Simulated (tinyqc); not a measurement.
Worked calculation: G0W0 on RHF in the sto-3g basis, for H3+, spin multiplicity 1. Computed by tinyqc, a small Python program that keeps every step (integrals from PySCF). Settings: charge = 1, multiplicity = 1, basis = sto-3g, method = RHF, energy threshold = 1e-10, iteration cap = 87, orthogonalisation = symmetric, start = Wolfsberg-Helmholz matrix, DIIS depth = 6. Command: `OMP_NUM_THREADS=1 python tinyqc.py 24912 24913 out.jsonl` (the two numbers bound the seeds that draw the settings). One thread of a shared host (Intel(R) Xeon(R) Processor @ 2.60GHz), about 0.04 s of CPU time with the checks. The early iterations of the SCF are left out here.

## One-electron integrals

Geometry (angstrom):
```
atom,x,y,z
H,0.000000,0.000000,0.000000
H,0.000000,0.000000,1.176000
H,0.000000,1.121000,0.588000
```

Basis sto-3g: exponents (1/bohr^2) and contraction coefficients of normalised primitives:
```
element,l (shell),exponent,coefficient
H,s (1),3.425251,0.154329
H,s (1),0.623914,0.535328
H,s (1),0.168855,0.444635
```

Overlap, kinetic and nuclear-attraction integrals over the contracted functions; the nuclear repulsion is the sum of Za Zb / Rab.

nuclear repulsion = 1.28606035 hartree

overlap S, lower triangle:
```
,1H 1s,2H 1s,3H 1s
1H 1s,1.000000
2H 1s,0.399232,1.000000
3H 1s,0.354924,0.354924,1.000000
```

kinetic energy T (hartree), lower triangle:
```
,1H 1s,2H 1s,3H 1s
1H 1s,0.760032
2H 1s,0.058319,0.760032
3H 1s,0.039629,0.039629,0.760032
```

nuclear attraction V (hartree), lower triangle:
```
,1H 1s,2H 1s,3H 1s
1H 1s,-2.083254
2H 1s,-0.767869,-2.083254
3H 1s,-0.671286,-0.671286,-2.053741
```

core Hamiltonian H = T + V (hartree), lower triangle:
```
,1H 1s,2H 1s,3H 1s
1H 1s,-1.323222
2H 1s,-0.709550,-1.323222
3H 1s,-0.631657,-0.631657,-1.293709
```

## Two-electron integrals

Functions are numbered as in S; the eight-fold symmetry (ij|kl) = (ji|kl) = (kl|ij) leaves the list below.

Two-electron integrals (ij|kl) in chemists' order, unique and non-zero (hartree):
```
i,j,k,l,(ij|kl)
1,1,1,1,0.774606
2,1,1,1,0.235626
2,1,2,1,0.097668
2,2,1,1,0.424563
2,2,2,1,0.235626
2,2,2,2,0.774606
3,1,1,1,0.203841
3,1,2,1,0.074495
3,1,2,2,0.156551
3,1,3,1,0.075508
3,2,1,1,0.156551
3,2,2,1,0.074495
3,2,2,2,0.203841
3,2,3,1,0.066743
3,2,3,2,0.075508
3,3,1,1,0.400253
3,3,2,1,0.169122
3,3,2,2,0.400253
3,3,3,1,0.203841
3,3,3,2,0.203841
3,3,3,3,0.774606
```

## Orthogonalisation

S = U s U^T; symmetric (Loewdin) form X = U s^(-1/2) U^T, so that X^T S X = 1.

eigenvalues of S: 0.600768  0.659441  1.739791

X, lower triangle:
```
,1H 1s,2H 1s,3H 1s
1H 1s,1.098754
2H 1s,-0.191415,1.098754
3H 1s,-0.155490,-0.155490,1.082240
```

## Iteration 4 (converged): orbitals

converged F (hartree), lower triangle:
```
,1H 1s,2H 1s,3H 1s
1H 1s,-0.631618
2H 1s,-0.568674,-0.631618
3H 1s,-0.521114,-0.521114,-0.607199
```

Diagonalise F' = X^T F X, C = X C', fill 1 alpha and 1 beta electrons from the bottom; D = 2 C_occ C_occ^T. Each column has its largest component positive (the first on a tie).

F' = X^T F X (hartree), lower triangle:
```
,1,2,3
1,-0.414107
2,-0.309334,-0.414107
3,-0.265394,-0.265394,-0.418450
```

orbital energies (hartree): MO1 -0.976066, MO2 -0.165825, MO3 -0.104773

coefficients C:
```
,MO1,MO2,MO3
1H 1s,0.445427,-0.487242,0.912287
2H 1s,0.445427,-0.487242,-0.912287
3H 1s,0.421882,1.020595,0.000000
```

D after iteration 4, lower triangle:
```
,1H 1s,2H 1s,3H 1s
1H 1s,0.396810
2H 1s,0.396810,0.396810
3H 1s,0.375835,0.375835,0.355969
```

## Convergence

Stop when the energy changes by less than 1e-10 hartree and every element of the error matrix X^T (F D S - S D F) X is below 3e-06.

Course of the cycle:
```
iteration,E (hartree),change,largest element of the error matrix
1,-1.20137202,-,1.51e-02
2,-1.20168538,-3.13e-04,1.55e-03
3,-1.20168869,-3.31e-06,4.47e-06
4,-1.20168869,-2.21e-11,1.98e-06
```

PySCF RHF in the same basis = -1.20168869 hartree

Converged in 4 iterations.

## Integrals over molecular orbitals

(pq|rs) = sum C_ip C_jq C_kr C_ls (ij|kl), one index at a time.

one-electron integrals over orbitals h = C^T H C (hartree), lower triangle:
```
,1,2,3
1,-1.511683
2,0.010697,-1.056291
3,0.000000,0.000000,-1.021479
```

Two-electron integrals over orbitals (pq|rs), unique and non-zero (hartree):
```
p,q,r,s,(pq|rs)
1,1,1,1,0.535617
2,1,1,1,-0.010697
2,1,2,1,0.145885
2,2,1,1,0.518175
2,2,2,1,0.106392
2,2,2,2,0.622697
3,1,3,1,0.147783
3,2,3,1,-0.100570
3,2,3,2,0.075236
3,3,1,1,0.532244
3,3,2,1,-0.109355
3,3,2,2,0.447452
3,3,3,3,0.626172
```

## Screening: direct RPA

With D = e_a - e_i and K = (ia|jb): diagonalise D^(1/2) (D + 4K) D^(1/2) = Z w^2 Z^T; X + Y = D^(1/2) Z w^(-1/2), each column of Z with its largest component positive (the first on a tie); E_c = (sum w - tr (D + 2K)) / 2.

D^(1/2) (D + 4K) D^(1/2) (hartree^2):
```
,1>2,1>3
1>2,1.129300,0.000000
1>3,0.000000,1.274200
```

excitation energies w (hartree): 1.062685  1.128805

X + Y:
```
,1,2
1>2,0.873182,0.000000
1>3,0.000000,0.878562
```

RPA correlation energy = -0.03869022 hartree

## G0W0 on Hartree-Fock: HOMO

W(p,q,m) = sqrt2 sum_ia (pq|ia) (X+Y)_ia,m; Sigma_c(x) = sum_(i,m) W^2/(x - e_i + w_m) + sum_(a,m) W^2/(x - e_a - w_m); solve x = e_p + Sigma_c(x) by Newton steps; Z = 1/(1 - dSigma/dx); 1 hartree = 27.211386 eV.

The 12 largest terms at x = e_p (hartree; W for the signs of X + Y given):
```
q,m,W,term
2,1,0.180149,-0.017328
3,2,0.183617,-0.016857
1,1,-0.013209,0.000164
```

Newton steps (hartree):
```
step,x,Sigma_c(x),Z
0,-0.976066,-0.034020,0.982478
1,-1.009490,-0.033434,0.983044
2,-1.009500,-0.033434,0.983045
```

quasiparticle energy of the HOMO = -27.469896 eV

Hartree-Fock value = -26.560114 eV

## G0W0 on Hartree-Fock: LUMO

As before.

The 12 largest terms at x = e_p (hartree; W for the signs of X + Y given):
```
q,m,W,term
1,1,0.180149,0.017328
2,1,0.131379,-0.016242
3,2,-0.124956,-0.013123
```

Newton steps (hartree):
```
step,x,Sigma_c(x),Z
0,-0.165825,-0.012037,0.965657
1,-0.177448,-0.011626,0.966054
2,-0.177451,-0.011626,0.966054
```

quasiparticle energy of the LUMO = -4.828684 eV

Hartree-Fock value = -4.512319 eV
